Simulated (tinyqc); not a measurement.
What moves the results: Stoner model of a band ferromagnet. A value that a table varies takes the place of the one given here.

Density of states per atom and spin: flat with a rise to the top, D(e) = (M/W) [1 - sp + 4 sp (e/W + 1/2)^3]. Levels e -/+ I m/2 for up and down spin, m = n_up - n_down, n_up + n_down = nd. At zero temperature e(N) is the energy below which N states lie, and E(m) = sum over spins of integral e D de - I m^2/4.

Constants: kB = 8.617333262e-05 eV/K.

Inputs chosen for the exercise:
```
symbol  value  unit  meaning
W       4.4    eV    band width, e from -W/2 to W/2
M       5            states per atom and spin
nd      7.05         electrons per atom
sp      0.34         shape parameter
I       0.98   eV    Stoner parameter
```

## Moment against temperature

Fermi-Dirac occupations on 600 equal energy intervals; m is iterated from saturation until it changes by less than 1e-7 or for 400 rounds; the paramagnet is unstable while I times the mean of D weighted by -df/de exceeds 1.

Results:
```
T/Tc  T (K)  m (muB)  I D(T) of the paramagnet
0.10    854    2.950                     1.593
0.30   2563    2.938                     1.536
0.50   4271    2.813                     1.372
0.65   5552    2.566                     1.244
0.80   6834    2.099                     1.129
0.90   7688    1.558                     1.061
0.95   8115    1.127                     1.030
1.10   9396    0.000                     0.944
```

Tc (from I D(T) = 1) = 8.54e+03 K

kB Tc = 0.736 eV, 0.25 of the exchange splitting at zero temperature. m keeps 0.95 of its first value at half Tc and 0.53 at 0.9 Tc. The model knows only Stoner excitations; spin waves and local moments bring the ordering temperature below the Stoner value.

## Moment against the Stoner parameter

Lowest state for each I.

Results:
```
I (eV)  I D(EF)  m (muB)  E - E(0) (meV)
0.37      0.601    0.000             0.0
0.50      0.812    0.000             0.0
0.56      0.910    0.000             0.0
0.62      1.007    1.142            -0.7
0.68      1.105    2.950          -108.2
0.77      1.251    2.950          -304.0
0.93      1.511    2.950          -652.1
1.11      1.803    2.950         -1043.8
```

A moment first appears at I = 0.62 eV of those listed, where I D(EF) = 1.007. It is saturated at 2.950 from I = 0.68 eV on.

## Moment against band filling

Rigid band, I fixed: a Slater-Pauling curve.

Results:
```
nd   I D(EF)  m (muB)  m_max
3.0    0.860    0.000    3.0
4.0    0.996    0.000    4.0
5.0    1.170    5.000    5.0
6.0    1.369    4.000    4.0
6.5    1.474    3.500    3.5
7.0    1.581    3.000    3.0
7.5    1.690    2.500    2.5
8.0    1.801    2.000    2.0
8.5    1.913    1.500    1.5
9.0    2.025    1.000    1.0
9.5    2.137    0.500    0.5
```

Magnetic fillings among those listed: 5.0, 6.0, 6.5, 7.0, 7.5, 8.0, 8.5, 9.0 and 9.5; the largest moment is 5.00 at nd = 5. At 5.0, 6.0, 6.5, 7.0, 7.5, 8.0, 8.5, 9.0 and 9.5 the moment is saturated and follows m_max, changing by one per electron.

## What moves the moment

Lowest state for each case. Each row changes one parameter from the base and keeps the others.

Results:
```
case          I D(EF)  m (muB)  E - E(0) (meV)
base            1.592    2.950          -760.9
W = 4.048 eV    1.730    2.950          -870.6
I = 1.058 eV    1.719    2.950          -930.6
nd = 6.75       1.527    3.250          -843.3
sp = 0.44       1.826    2.950          -928.7
```

The largest shifts from the base row, up to three for each result and ties (the steps differ in size, so this ranks the rows, not the parameters). I D(EF): sp +0.234, W +0.138, I +0.127. m (muB): nd +0.300; unchanged at the printed digits by W, I and sp. E - E(0) (meV): I -169.7, sp -167.8, W -109.7.

Computed by tinyqc, a small Python program: `OMP_NUM_THREADS=1 python tinyqc.py 1682595 1682596 out.jsonl` (the numbers bound the seed that draws the inputs); one thread of a shared host (Intel(R) Xeon(R) Processor @ 2.30GHz), about 0.2 s for the whole set of steps.
